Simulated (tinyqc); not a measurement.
Inside a calculation. Model: resonant-tunnelling diode, transfer matrices and Tsu-Esaki current.

Computed by the program tinyqc: `OMP_NUM_THREADS=1 python tinyqc.py 2600125 2600126 out.jsonl`, one thread of a shared Intel Xeon 2.30GHz, about 0.6 s for the whole run. Printed values are rounded.

Emitter (band edge 0), barrier d1, well Lw, barrier d2, collector (edge -V). The bias drops linearly over these layers and none in the contacts; each layer is cut into ns equal slices, flat at the value of their centres. E is the energy of motion across the layers, C = hbar^2/(2 m0), psi and psi'/m are continuous. Transport is coherent, T(E) is taken as independent of the transverse momentum, and charge in the well is ignored.

Inputs (values chosen for the exercise); masses and offsets of a made-up heterostructure:
- T = 200 K (temperature)
- mw = 0.26 m0 (mass in the well, spacer and contacts)
- U1 = 0.48 eV (barrier height)
- m1 = 0.28 m0 (barrier mass)
- d1 = 1.2 nm (emitter barrier)
- Lw = 1.5 nm (well width)
- d2 = 1.2 nm (collector barrier)
- ns = 4 (slices in each layer)
- Ef = 0.17 eV (Fermi energy of both contacts above their band edges)
- V = 0.21 V (bias of the collector)
- E = 0.09753 eV (trial energy)

Constants: q = 1.602176634e-19 C, kB = 1.380649e-23 J/K, hbar = 1.054571817e-34 J s, m0 = 9.1093837015e-31 kg, Vt = kB T/q, hbar^2/(2 m0) = 0.0380998212 eV nm^2. Results are converted to the units shown.

## Slices under bias

U = edge of the layer - V x/Lt at the centre x of each slice, Lt the summed thickness.

```
slice     U (eV)  m (m0)  width (nm)
0       0.471923    0.28         0.3
1       0.455769    0.28         0.3
2       0.439615    0.28         0.3
3       0.423462    0.28         0.3
4      -0.074712    0.26       0.375
5      -0.094904    0.26       0.375
6      -0.115096    0.26       0.375
7      -0.135288    0.26       0.375
8       0.326538    0.28         0.3
9       0.310385    0.28         0.3
10      0.294231    0.28         0.3
11      0.278077    0.28         0.3
```

## Running product of the slice matrices at the trial energy

For the pair (psi, psi'/m) a flat layer has M = [[cos kd, (m/k) sin kd], [-(k/m) sin kd, cos kd]] with k = sqrt(m (E - U)/C) above its edge U, and M = [[cosh Kd, (m/K) sinh Kd], [(K/m) sinh Kd, cosh Kd]] with K = sqrt(m (U - E)/C) below it. Later slices stand to the left. With M acting on (psi, psi'/m) and v = k/m in each lead, T(E) = 4 vL vR/[(vL vR M12 - M21)^2 + (vR M11 + vL M22)^2]. vL = sqrt(mw E/C)/mw, vR = sqrt(mw (E + V)/C)/mw.

Product after each layer:
```
                 M11    M12 (nm)  M21 (1/nm)       M22
barrier d1   3.57512    0.585521     19.2057   3.42515
well         3.73403    0.672249    -21.0033  -3.51348
barrier d2  -1.08820  -0.0697247    -13.0706  -1.75642
```

T(E) = 0.254826

## Transmission at three energies near the peak

three energies (eV): 0.083437  0.086637  0.089837

The same product at each energy.

T(E) at these energies: 0.590192  0.689078  0.582978

## Breit-Wigner parameters from a parabola through 1/T(E)

Near a resonance 1/T(E) = (1/Tp) [1 + (2 (E - Er)/G)^2]. With y = 1/T(E) at E0 - h, E0, E0 + h: a = (y1 + y3 - 2 y2)/(2 h^2), b = (y3 - y1)/(2 h), Er = E0 - b/(2 a), 1/Tp = y2 - b^2/(4 a), G = 2 sqrt(1/(Tp a)), tau = hbar/G.

Er = 0.0865709 eV
Tp = 0.689129
G = 15.3083 meV
tau = 42.9970 fs

The true maximum of T(E) lies at 0.086473 eV with height 0.6894 and full width 15.36 meV; the fitted G is 0.34 % below that width.

## Current from the resonance alone

J = J0 times the integral over E > 0 of T(E) N(E), N = ln[(1 + exp((Ef - E)/Vt))/(1 + exp((Ef - V - E)/Vt))], J0 = q^2 mw m0 kB T/(2 pi^2 hbar^3) (times 1e-4 for A/cm^2 per eV). For a sharp resonance J = J0 (pi G/2) Tp N(Er), with Er the peak energy, Tp the peak transmission and G the full width at half maximum (in eV). The three values given are estimates from a parabola through three points of 1/T(E).

J0 = 7.25167e7 A/(cm^2 eV)
N(Er) = 4.84800
J = 5825.70 kA/cm^2

The full integral over T(E) gives 5311 kA/cm^2; the value above is 9.7 % above it. With the exact position, height and width of the peak (Er = 0.086473 eV, Tp = 0.6894, G = 15.36 meV) the formula is 10 % above it.
